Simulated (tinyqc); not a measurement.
Minimum-mode following (dimer method) and harmonic rate on a two-dimensional model surface: one step, computed by the program tinyqc. Command: `OMP_NUM_THREADS=1 python tinyqc.py 3023443 3023444 out.jsonl dimer walk`. One thread of a shared host (Intel(R) Xeon(R) Processor @ 2.30GHz), about 0.01 s of CPU time with the checks.

V(x, y) = -A (cos kx + cos ky) - B cos kx cos ky + (C sin ky + S sin kx)(1 - cos kx), k = 2 pi/a; the atom hops from the minimum at (0, 0) to that at (a, 0).

Task: Harmonic rate. Vineyard prefactor nu* = nu1 nu2 (minimum)/nu2 (saddle); k = nu* exp(-E_b/(k_B T)).

Inputs (values chosen for the exercise, for a model surface): temperature T = 700 K.

Surface: adatom on a square lattice.

frequencies at the minimum (THz): 4.952947  4.952947

frequencies at the saddle (the first is imaginary) (THz): 4.159793  4.359949

barrier from the start = 0.7613080 eV

Constants: k_B = 8.617333262e-05 eV/K.

Give: prefactor nu*; rate k.

Result:

prefactor nu* = 5.6266 THz

rate k = 1.8581e+07 1/s

The stable mode of the saddle is softer than either mode of the minimum, which raises the prefactor above both frequencies.
